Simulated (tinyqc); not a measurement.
The product rho l across metals: free and nearly free electrons in a metal.

Constants: hbar^2/2m0 = 3.80998211 eV angstrom^2; hbar = 6.58211957e-16 eV s.

Free electrons with m = 1; fcc cells hold 4 atoms and bcc cells 2; n = atoms z/a^3, kF = (3 pi^2 n)^(1/3), rho l = hbar kF/(n e^2), e = 1.602176634e-19 C. Inputs are chosen for the exercise.

Results:
```
case     lattice  a (angstrom)  z  rho (micro-ohm cm)  kF (1/angstrom)  EF (eV)  l (nm)  rho l (1e-16 ohm m^2)
near Al      fcc         4.029  3                2.82            1.758    11.77    14.0                   3.94
near Ag      fcc         4.118  1                1.70            1.193     5.42    50.3                   8.55
near Na      bcc         4.205  1                4.52            0.927     3.27    31.3                  14.16
near Cu      fcc         3.596  1                1.69            1.366     7.11    38.6                   6.52
near Ca      fcc         5.550  2                3.66            1.115     4.74    26.7                   9.79
near K       bcc         5.228  1                7.01            0.746     2.12    31.2                  21.88
```

rho l falls as n^(-2/3): it is lowest for the case near Al and highest for near K. The lowest bulk rho belongs to near Cu; in very narrow wires, where rho l rules, the order changes. Real Fermi surfaces depart from spheres, most for the polyvalent and noble metals.

tinyqc: `OMP_NUM_THREADS=1 python tinyqc.py 1682524 1682525 out.jsonl`; about 0.01 s, one thread, shared Intel(R) Xeon(R) Processor @ 2.30GHz.
